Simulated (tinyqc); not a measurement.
Anisotropic elasticity and sound waves of a cubic crystal: one step, computed by the program tinyqc. Command: `OMP_NUM_THREADS=1 python tinyqc.py 3014153 3014154 out.jsonl cubicelastic walk`. One thread of a shared host (Intel(R) Xeon(R) Processor @ 2.30GHz), about 0.01 s of CPU time with the checks.

Voigt order 1..6 = xx, yy, zz, yz, xz, xy, with engineering shear strains. The rotated frame has x' as named, z' along the wafer normal and y' = z' x x'.

Question. Thermal stress in a film with this orientation. On cooling, a thick substrate imposes eps_1 = eps_2 = (alpha_film - alpha_substrate) Delta T and eps_6 = 0; the free surface sets sigma_3 = sigma_4 = sigma_5 = 0, which fixes eps_3, eps_4, eps_5. Biaxial modulus M = (sigma_1 + sigma_2)/(2 eps); energy density M eps^2. Elastic response and constant coefficients are assumed.

Inputs (values chosen for the exercise, modelled on diamond): expansion coefficient of the film = 1 ppm/K; expansion coefficient of the substrate = 2.6 ppm/K; cooling Delta T = 100 K.

Frame: (001) wafer, x' along [210].

C' (GPa), rows 1, 2, 3, 4, 5, 6:
```
[[1125.904, 59.496, 127.400, 0.000, 0.000, 50.928],
 [59.496, 1125.904, 127.400, 0.000, 0.000, -50.928],
 [127.400, 127.400, 1058.000, 0.000, 0.000, 0.000],
 [0.000, 0.000, 0.000, 571.400, 0.000, 0.000],
 [0.000, 0.000, 0.000, 0.000, 571.400, 0.000],
 [50.928, -50.928, 0.000, 0.000, 0.000, 503.496]]
```

Give: in-plane strain; elastic strain along the normal; stress along x'; stress along y'; biaxial modulus M; energy density.

Answer.

in-plane strain = -0.16 per mille

elastic strain along the normal = 0.03853 per mille

stress along x' = -184.8 MPa

stress along y' = -184.8 MPa

biaxial modulus M = 1155 GPa

energy density = 0.02956 MJ/m^3

The film ends in compression.
